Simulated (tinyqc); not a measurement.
CIS on RHF in the sto-6g basis, for H2, spin multiplicity 1, step by step. One step of it, computed by the program tinyqc.

Problem. Iteration 2 (converged): orbitals. Diagonalise F' = X^T F X, C = X C', fill 1 alpha and 1 beta electrons from the bottom; D = 2 C_occ C_occ^T. Each column has its largest component positive (the first on a tie).

converged F (hartree):
```
           1H 1s      2H 1s
1H 1s  -0.269187  -0.499335
2H 1s  -0.499335  -0.269187
```

X:
```
           1H 1s      2H 1s
1H 1s   1.130591  -0.320910
2H 1s  -0.320910   1.130591
```

Give: F' = X^T F X; orbital energies; coefficients C; D after iteration 2.

Solution.

F' = X^T F X (hartree):
```
         1        2
1  -0.0095  -0.4944
2  -0.4944  -0.0095
```

orbital energies (hartree): MO1 -0.5038, MO2 0.4849

coefficients C:
```
          MO1      MO2
1H 1s  0.5725   1.0264
2H 1s  0.5725  -1.0264
```

D after iteration 2:
```
        1H 1s   2H 1s
1H 1s  0.6556  0.6556
2H 1s  0.6556  0.6556
```
